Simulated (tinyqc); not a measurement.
# Undoped gate-all-around wire MOSFET, analytic charge model, step by step

tinyqc, about 0.01 s, one thread, Intel Xeon 2.30GHz (shared host): `OMP_NUM_THREADS=1 python tinyqc.py 2460008 2460009 out.jsonl` Printed values are rounded.

An undoped round wire of radius R under an insulator shell and a surrounding gate; long channel, electrons only, n = ni exp((psi - V)/Vt) with V the quasi-Fermi potential (0 at the source, Vd at the drain), constant mobility, no quantisation. The radial Poisson equation gives n(r) = n(0)/(1 - (1 - b) r^2/R^2)^2 with b = Q0/(Q + Q0). Q is the electron charge per area of the wire surface.

Values chosen for this exercise; material values those of a made-up semiconductor: temperature T = 350 K; band gap Eg = 1.02 eV; relative permittivity of the semiconductor eps_r = 14.1; conduction-band density of states at T Nc = 3.38e19 cm^-3; valence-band density of states at T Nv = 3.94e19 cm^-3; relative permittivity of the gate insulator eox = 8.69; insulator thickness tox = 5.9 nm; wire radius R = 6 nm; gate work function less that of the intrinsic body dphi = -0.15 V; channel mobility mu = 430 cm^2/(V s); gate length L = 0.1 um; gate voltage Vg = 0.11 V; drain voltage Vd = 1 V.

Constants: q = 1.602176634e-19 C, kB = 1.380649e-23 J/K, Vt = kB T/q, eps0 = 8.8541878128e-14 F/cm where lengths are in cm. Results are converted to the units shown.

Range of the model: In a wire this thin, quantum confinement raises the threshold; it is left out.

## Constants of the wire

ni = sqrt(Nc Nv) exp(-Eg/(2 Vt)), Eg in volts; Cox = eps0 eox/(R ln(1 + tox/R)); Q0 = 4 eps0 eps_r Vt/R; V0 = dphi + Vt ln[8 eps0 eps_r Vt/(q ni R^2)].

ni = 1.653978e12 cm^-3
Cox = 1.872694 uF/cm^2
Q0 = 251.0253 nC/cm^2
V0 = 0.3013640 V

## Iteration 1: charge at the source by Newton steps in y = ln(Q/Q0)

y at the start = 2

With V = 0 and Q = Q0 exp(y): f = Q/Cox + Vt y + Vt ln(1 + Q/Q0) - (Vg - V0); df/dy = Q/Cox + Vt (1 + Q/(Q + Q0)); y(new) = y - f/(df/dy).

Q = 1854.840 nC/cm^2
f = 1.306301 V
df/dy = 1.047192 V
y after iteration 1 = 0.7525680

## Iteration 2: charge at the source by Newton steps in y = ln(Q/Q0)

As before.

Q = 532.7870 nC/cm^2
f = 0.5329064 V
df/dy = 0.3351650 V
y after iteration 2 = -0.8374143

## Course of the iteration: charge at the source by Newton steps in y = ln(Q/Q0)

Stop when y changes by less than 1e-11, or after 60 iterations.

Course of the iteration:
```
iteration           y  |change|
1           0.7525680      1.25
2          -0.8374143      1.59
3           -3.252593      2.42
4           -5.983562      2.73
5           -6.353465     0.370
6           -6.354289   8.24e-4
7           -6.354289   3.19e-9
8           -6.354289         0
```

Converged in 8 iterations. At the end the number of correct digits about doubles with each step.

## Drain current and line charge

Qs = 0.4366010 nC/cm^2
Qd = 1.757237e-15 nC/cm^2

Q solves Vg - V0 - V = Q/Cox + Vt ln(Q/Q0) + Vt ln(1 + Q/Q0). I = mu (2 pi R/L)[2 Vt (Qs - Qd) + (Qs^2 - Qd^2)/(2 Cox) + Vt Q0 ln((Qd + Q0)/(Qs + Q0))], with Qs at V = 0 and Qd at V = Vd. Electrons per length at the source: 2 pi R Qs/q; surface over centre density: (1 + Qs/Q0)^2.

first term = 0.004269286 uA
second term = 8.250348e-6 uA
third term = -0.002132789 uA
I = 0.002144748 uA
electrons per length = 0.001027319 1/nm
surface over centre density = 1.003482

The square-law term makes up 0.385 % of the current. Below threshold the third term cancels half of the first, leaving the diffusion current Vt (Qs - Qd).
